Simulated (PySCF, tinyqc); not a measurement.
Worked calculation: RHF in the sto-6g basis, for Li-, spin multiplicity 1. The basis has no diffuse functions, so it cannot describe the extra electron: this is an exercise in the method, not the real anion. The lowest restricted solution is unstable here: a spin-polarised one lies 0.0049 hartree lower (PySCF). One step of it, computed by the program tinyqc.

Question. Iteration 1: building the Fock matrix. J_ij = sum D_kl (ij|kl), K_ij = sum D_kl (ik|jl); F = H + J - 0.5 K; E = tr D H + tr D J / 2 - 0.25 tr D K + E_nn.

D at the start, lower triangle:
```
            1Li 1s    1Li 2s   1Li 2px   1Li 2py   1Li 2pz
1Li 1s    2.117689
1Li 2s   -0.499229  2.117689
1Li 2px   0.000000  0.000000  0.000000
1Li 2py   0.000000  0.000000  0.000000  0.000000
1Li 2pz   0.000000  0.000000  0.000000  0.000000  0.000000
```

core Hamiltonian H = T + V (hartree), lower triangle:
```
            1Li 1s     1Li 2s    1Li 2px    1Li 2py    1Li 2pz
1Li 1s   -4.450402
1Li 2s   -0.939085  -1.093522
1Li 2px   0.000000   0.000000  -0.879985
1Li 2py   0.000000   0.000000   0.000000  -0.879985
1Li 2pz   0.000000   0.000000   0.000000   0.000000  -0.879985
```

Two-electron integrals (ij|kl) in chemists' order, unique and non-zero (hartree):
```
(11|11) 1.681247   (21|11) 0.242603   (21|21) 0.044507   (22|11) 0.397190
(22|21) 0.090279   (22|22) 0.290625   (31|31) 0.009437   (32|31) 0.014261
(32|32) 0.064236   (33|11) 0.397190   (33|21) 0.090279   (33|22) 0.290625
(33|33) 0.313125   (41|41) 0.009437   (42|41) 0.014261   (42|42) 0.064236
(43|43) 0.016875   (44|11) 0.397190   (44|21) 0.090279   (44|22) 0.290625
(44|33) 0.279374   (44|44) 0.313125   (51|51) 0.009437   (52|51) 0.014261
(52|52) 0.064236   (53|53) 0.016875   (54|54) 0.016875   (55|11) 0.397190
(55|21) 0.090279   (55|22) 0.290625   (55|33) 0.279374   (55|44) 0.279374
(55|55) 0.313125
```

nuclear repulsion = 0 hartree

Give: Coulomb J; exchange K; Fock matrix F; total energy of this density.

Answer.

Coulomb J (hartree), lower triangle:
```
         1Li 1s  1Li 2s  1Li 2px  1Li 2py  1Li 2pz
1Li 1s   4.1593
1Li 2s   0.6605  1.3664
1Li 2px  0.0000  0.0000   1.3664
1Li 2py  0.0000  0.0000   0.0000   1.3664
1Li 2pz  0.0000  0.0000   0.0000   0.0000   1.3664
```

exchange K (hartree), lower triangle:
```
         1Li 1s  1Li 2s  1Li 2px  1Li 2py  1Li 2pz
1Li 1s   3.4124
1Li 2s   0.4844  0.6196
1Li 2px  0.0000  0.0000   0.1418
1Li 2py  0.0000  0.0000   0.0000   0.1418
1Li 2pz  0.0000  0.0000   0.0000   0.0000   0.1418
```

Fock matrix F (hartree), lower triangle:
```
          1Li 1s   1Li 2s  1Li 2px  1Li 2py  1Li 2pz
1Li 1s   -1.9973
1Li 2s   -0.5208  -0.0369
1Li 2px   0.0000   0.0000   0.4156
1Li 2py   0.0000   0.0000   0.0000   0.4156
1Li 2pz   0.0000   0.0000   0.0000   0.0000   0.4156
```

total energy of this density = -7.295246 hartree
